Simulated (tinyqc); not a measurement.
# Fully depleted semiconductor-on-insulator film with two gates, non-linear Poisson equation by Newton steps: what changes with what

One dimension across the film, front interface at x = 0, back interface at x = ts. psi is counted from the intrinsic level, n = ni exp(psi/Vt) (source grounded), holes neglected, acceptors ionised. Gates act through Cox = eps0 eox/tox and Cbox = 3.9 eps0/tb with potentials G1 = Vg - (phiM - chi - Vt ln(Nc/ni)) and G2 = Vb - (phiB - chi - Vt ln(Nc/ni)). Classical Boltzmann densities, no interface charge, no depletion in the back plane.

Inputs (values chosen for the exercise); band and dielectric values close to those of In0.53Ga0.47As:

| symbol | value | unit | meaning |
|---|---|---|---|
| T | 350 | K | temperature |
| Eg | 0.752 | eV | band gap |
| eps_r | 13.6 |  | relative permittivity |
| Nc | 2.65e17 | cm^-3 | conduction-band density of states at T |
| Nv | 9.89e18 | cm^-3 | valence-band density of states at T |
| chi | 4.42 | eV | electron affinity |
| eox | 3.9 |  | relative permittivity of the gate insulator (close to silicon dioxide) |
| tox | 4.6 | nm | insulator thickness |
| ts | 6.4 | nm | film thickness |
| tb | 20 | nm | buried-oxide thickness (eps_r 3.9) |
| Na | 6.1e16 | cm^-3 | acceptor density of the film |
| phiM | 4.81 | eV | work function of the front gate |
| phiB | 5.12 | eV | work function of the back plane |
| Vb | 0 | V | back-gate voltage |

Constants: q = 1.602176634e-19 C, kB = 1.380649e-23 J/K, Vt = kB T/q, eps0 = 8.8541878128e-14 F/cm where lengths are in cm. Results are converted to the units shown.

Each table varies one quantity; the others keep the values above.

## Charge against front-gate voltage

ni = sqrt(Nc Nv) exp(-Eg/(2 Vt)), Eg in volts. The Poisson equation eps0 eps_r d2psi/dx2 = q (n + Na), with -eps0 eps_r dpsi/dx = Cox (G1 - psi) at x = 0 and eps0 eps_r dpsi/dx = Cbox (G2 - psi) at x = ts, is solved on 300 equal intervals with half boxes at both ends; N_inv is the trapezoid sum of n. Swing = ln 10/(d ln N_inv/dVg); the last column is (dN_inv/dVb)/(dN_inv/dVg).

Charge against front-gate voltage:
```
Vg (V)	psi front (V)	psi back (V)	N_inv (cm^-2)	centroid/ts	swing (mV/decade)	q dN_inv/dVg over Cox	back/front leverage
0.18	0.0196	-0.0154	4.48e6	0.405	87.0	2.53e-5	0.253
0.33	0.143	0.0980	2.38e8	0.379	87.0	0.00134	0.250
0.48	0.265	0.209	1.19e10	0.353	92.9	0.0628	0.248
0.63	0.356	0.288	2.03e11	0.323	192	0.520	0.244
0.78	0.400	0.317	6.72e11	0.291	431	0.766	0.240
0.93	0.425	0.330	1.24e12	0.263	720	0.849	0.236
1.08	0.442	0.337	1.86e12	0.241	1.03e3	0.889	0.234
1.23	0.456	0.341	2.49e12	0.222	1.34e3	0.912	0.232
1.38	0.467	0.344	3.14e12	0.206	1.66e3	0.927	0.230
```

What does the comparison show?

N_inv passes 1e11 cm^-2 at Vg = 0.580 V. The swing starts at 87.0 mV a decade, against (1 + k) Vt ln 10 = 84.1 for a front channel with k = Cs Cbox/(Cox (Cs + Cbox)) = 0.211, Cs = eps0 eps_r/ts; above threshold this column is no longer a subthreshold swing. The centroid falls from 0.405 to 0.206 of ts and the leverage of the back gate falls from 0.253 to 0.230. For Vg = 0.63, 0.78, 0.93, 1.08, 1.23, 1.38 the density at an interface exceeds 0.3 Nc, where Boltzmann statistics fail. In every row the classical centroid lies within 3 nm of an interface, where confinement, left out, would push it away.

## Threshold and coupling against the back-gate voltage

VT is the Vg for N_inv = 1e11 cm^-2; -dVT/dVb from the linearised equation. Limits with Cs = eps0 eps_r/ts: front channel Cs Cbox/(Cox (Cs + Cbox)), back channel Cbox (Cox + Cs)/(Cox Cs). Swing at N_inv = 1e8 cm^-2.

The same in every row: front-channel limit = 0.211; back-channel limit = 0.322.

Result of one run:
```
Vb (V)	VT (V)	centroid/ts at VT	-dVT/dVb	swing (mV/decade)
-3	1.27	0.0941	0.220	84.8
```

What becomes of these results when the back-gate voltage Vb is changed from -3 to -2.25 V, all else the same?

Result of the changed run:
```
Vb (V)	VT (V)	centroid/ts at VT	-dVT/dVb	swing (mV/decade)
-2.25	1.10	0.117	0.223	85.0
```

The whole series:
```
Vb (V)	VT (V)	centroid/ts at VT	-dVT/dVb	swing (mV/decade)
-3	1.27	0.0941	0.220	84.8
-2.25	1.10	0.117	0.223	85.0
-1.5	0.931	0.155	0.227	85.4
-0.75	0.759	0.220	0.233	85.9
0	0.580	0.334	0.245	86.9
0.75	0.390	0.500	0.263	88.3
1.5	0.185	0.668	0.282	89.5
2.25	-0.0316	0.785	0.296	90.3
3	-0.257	0.851	0.304	90.7
```

As Vb goes from -3 to 3, VT falls from 1.27 to -0.257 V, the centroid rises from 0.0941 to 0.851 of ts and -dVT/dVb rises from 0.220 to 0.304. The coupling covers 8.67 % of the way from the front-channel to the back-channel limit in the first row and 83.6 % in the last. A positive back bias draws the electrons to the back interface, where the back gate has more leverage and the front gate less, so the swing worsens.

Range of the model: In so thin a film or at such density quantum confinement moves the charge away from the interfaces and raises the threshold.

Program tinyqc, `OMP_NUM_THREADS=1 python tinyqc.py 2190019 2190020 out.jsonl`; Intel Xeon 2.30GHz, shared host, one thread, about 0.4 s.
